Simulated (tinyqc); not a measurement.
Grain growth, pinning, strength and diffusional creep of a polycrystal or thin film: one step, computed by the program tinyqc. Command: `OMP_NUM_THREADS=1 python tinyqc.py 3021255 3021256 out.jsonl grain walk`. One thread of a shared host (Intel(R) Xeon(R) Processor @ 2.30GHz), about 0.01 s of CPU time with the checks.

One mean grain size d describes the structure.

Problem. Yield stress. Hall-Petch term k_y/sqrt(d). Orowan term 3.06 x 0.4 G b ln(2 rbar/b)/(pi lambda sqrt(1 - nu)) with nu = 1/3, rbar = sqrt(2/3) r, lambda = rbar (sqrt(pi/f) - 2). Film term (threading dislocation, matched substrate, the geometry of an fcc (111) film taken for all cases): 3.464 G b ln(2 h/b)/(4 pi (1 - nu) h). The terms are added to sigma_0.

Inputs (values chosen for the exercise, for a model solid):

| quantity | value | unit |
|---|---|---|
| shear modulus G | 58.8 | GPa |
| Burgers vector b | 3.84 | angstrom |
| anneal temperature T | 877 | K |
| particle volume fraction f | 0.006 | - |
| particle radius r | 3.9 | nm |
| film thickness h | 110 | nm |
| friction stress sigma_0 | 250 | MPa |
| Hall-Petch slope k_y | 0.27 | MPa m^0.5 |

Sample: thin film on a substrate.

grain size d = 68.85976 nm

Give: Hall-Petch term; Orowan term; film term; yield stress.

Solution.

Hall-Petch term = 1029 MPa

Orowan term = 455.1 MPa

film term = 539.0 MPa

yield stress = 2273 MPa
